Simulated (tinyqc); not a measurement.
Delta-doped layer in the Thomas-Fermi potential: one step. Filling the subbands. Five cases, with inputs chosen for the exercise.

Question. At zero temperature n_i = g m_d (mu - E_i)/(2 pi c) for E_i < mu, c = hbar^2/2m0; find mu from sum n_i = N (1e13/cm^2 = 1e-3/angstrom^2).

Constants: hbar^2/2m0 = 3.80998211 eV angstrom^2.

Case 1.

Values chosen (out of a larger set: near those of a delta-doped layer in Si; not measured data): N = 5.3 x 1e13/cm^2 (donor sheet density).

Subbands:
```
label  valleys g  m_d (m0)     E (eV)  rms z (angstrom)
0              2  0.192000  -0.101463             6.254
0'             4  0.424603  -0.055949            15.329
1              2  0.192000  -0.011055            24.166
```

Case 2.

Values chosen (out of a larger set: near those of a delta-doped layer in GaAs; not measured data): N = 0.43 x 1e13/cm^2 (donor sheet density).

Subbands:
```
label  valleys g  m_d (m0)     E (eV)  rms z (angstrom)
0              1  0.069000  -0.093020            29.938
1              1  0.069000  -0.035024            76.825
2              1  0.069000  -0.015415           134.614
3              1  0.069000  -0.005121           236.379
4              1  0.069000  -0.001446           403.305
```

Case 3.

Values chosen (out of a larger set: near those of a delta-doped layer in GaAs; not measured data): N = 0.17 x 1e13/cm^2 (donor sheet density).

Subbands:
```
label  valleys g  m_d (m0)     E (eV)  rms z (angstrom)
0              1  0.068000  -0.041513            42.787
1              1  0.068000  -0.013021           116.071
2              1  0.068000  -0.004708           215.230
3              1  0.068000  -0.001033           430.453
```

Case 4.

Values chosen (out of a larger set: near those of a delta-doped layer in Si; not measured data): N = 1.5 x 1e13/cm^2 (donor sheet density).

Subbands:
```
label  valleys g  m_d (m0)     E (eV)  rms z (angstrom)
0              2  0.194000  -0.031302            10.572
0'             4  0.423615  -0.015788            27.459
1              2  0.194000  -0.001065            60.664
```

Case 5.

Values chosen (out of a larger set: near those of a delta-doped layer in Ge; not measured data): N = 7.9 x 1e13/cm^2 (donor sheet density).

Subbands:
```
label  valleys g  m_d (m0)     E (eV)  rms z (angstrom)
0              4  0.307115  -0.155235            13.474
1              4  0.307115  -0.005984            74.747
```

Give: mu; n_i in the order of the list.

Answer.

Case 1.

mu = -0.0046 eV

n_i in the order of the list (1e13/cm^2): [1.554, 3.643, 0.103]

3 subbands filled in part, the lowest with 29 % of the electrons. The potential was built for a Fermi level at 0; filling its quantised levels puts mu 1.9 % of the depth below that, which shows how nearly the two pictures agree. The fullest is 0', with 69 %.

Case 2.

mu = -0.0002 eV

n_i in the order of the list (1e13/cm^2): [0.268, 0.100, 0.044, 0.014, 0.004]

5 subbands filled in part, the lowest with 62 % of the electrons. The potential was built for a Fermi level at 0; filling its quantised levels puts mu 0.1 % of the depth below that, which shows how nearly the two pictures agree.

Case 3.

mu = -0.0001 eV

n_i in the order of the list (1e13/cm^2): [0.118, 0.037, 0.013, 0.003]

4 subbands filled in part, the lowest with 69 % of the electrons. The potential was built for a Fermi level at 0; filling its quantised levels puts mu 0.1 % of the depth below that, which shows how nearly the two pictures agree.

Case 4.

mu = -0.0014 eV

n_i in the order of the list (1e13/cm^2): [0.484, 1.016, 0.000]

2 subbands filled in part, the lowest with 32 % of the electrons. The potential was built for a Fermi level at 0; filling its quantised levels puts mu 1.7 % of the depth below that; with so few subbands the Thomas-Fermi picture is crude, and a close match would be chance. The fullest is 0', with 68 %.

Case 5.

mu = -0.0036 eV

n_i in the order of the list (1e13/cm^2): [7.780, 0.120]

2 subbands filled in part, the lowest with 98 % of the electrons. The potential was built for a Fermi level at 0; filling its quantised levels puts mu 0.9 % of the depth below that; with so few subbands the Thomas-Fermi picture is crude, and a close match would be chance.

Computed by tinyqc, one run a case: `OMP_NUM_THREADS=1 python tinyqc.py N N+1 out.jsonl` with N = 1281318, 1281475, 1281584, 1281863, 1282221; one thread of a shared Intel(R) Xeon(R) Processor @ 2.30GHz, about 0.3 s a run at most.
